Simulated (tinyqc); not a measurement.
# Worked calculation: Schottky emission and Poole-Frenkel conduction in an insulator, and how to tell them apart

Numbers from tinyqc (`OMP_NUM_THREADS=1 python tinyqc.py 2370046 2370047 out.jsonl`; about 0.01 s on one thread of a shared Intel Xeon 2.30GHz). Printed values are rounded.

Schottky emission (electrode-limited): J = As T^2 exp[-(pb - b sqrt(F))/Vt], b = sqrt(q/(4 pi eps0 ei)). Poole-Frenkel emission (bulk-limited): J = s0 F exp[-(pt - 2 b sqrt(F))/Vt]. F in V/cm.

Inputs (values chosen for the exercise); dielectric values close to those of silicon nitride:
```
symbol,value,unit,meaning
T,350,K,temperature
ei,4.05,,high-frequency relative permittivity
es,7.21,,static relative permittivity
pt,1.26,eV,trap depth
s0,0.034,S/cm,Poole-Frenkel prefactor
pb,1.04,eV,electrode barrier
As,66,A/(cm^2 K^2),Richardson constant
F,0.5,MV/cm,field
```

Constants: q = 1.602176634e-19 C, kB = 1.380649e-23 J/K, Vt = kB T/q, eps0 = 8.8541878128e-14 F/cm where lengths are in cm. Results are converted to the units shown.

## Both currents at one field

Lowerings b sqrt(F) and 2 b sqrt(F); the image-force maximum lies at sqrt(q/(16 pi eps0 ei F)) from the electrode.

Schottky lowering = 133.3317 meV
position of the barrier top = 1.333317 nm
Poole-Frenkel lowering = 266.6634 meV
J, Schottky = 7.115919e-7 A/cm^2
J, Poole-Frenkel = 8.453395e-11 A/cm^2

Injection and bulk transport act in series, so the smaller capacity limits the current: here the bulk, by a factor of 8420.

## Which mechanism made these data

F, point 0 to 4 (MV/cm): [1.12, 1.97, 2.81, 3.66, 4.5]
J, point 0 to 4 (A/cm^2): [9.173e-9, 1.21e-6, 5.223e-5, 0.001314, 0.02183]

The data come from another sample of the same dielectric, in which one mechanism alone limits the current. Fit straight lines by least squares: ln J on sqrt(F) (Schottky plot, slope b/Vt) and ln(J/F) on sqrt(F) (Poole-Frenkel plot, slope 2 b/Vt), F in V/cm, and read a permittivity from each slope. The right mechanism gives a value near ei, and in any case between ei and es.

slope of the Schottky plot = 0.01380747 (cm/V)^0.5
permittivity read as Schottky = 0.8303122
slope of the Poole-Frenkel plot = 0.01250362 (cm/V)^0.5
permittivity read as Poole-Frenkel = 4.050032

Both plots are nearly straight, so straightness decides nothing. Read as Poole-Frenkel the data give 4.05, which matches ei = 4.05; read as Schottky they give 0.830, below 1 and impossible. The data are Poole-Frenkel.
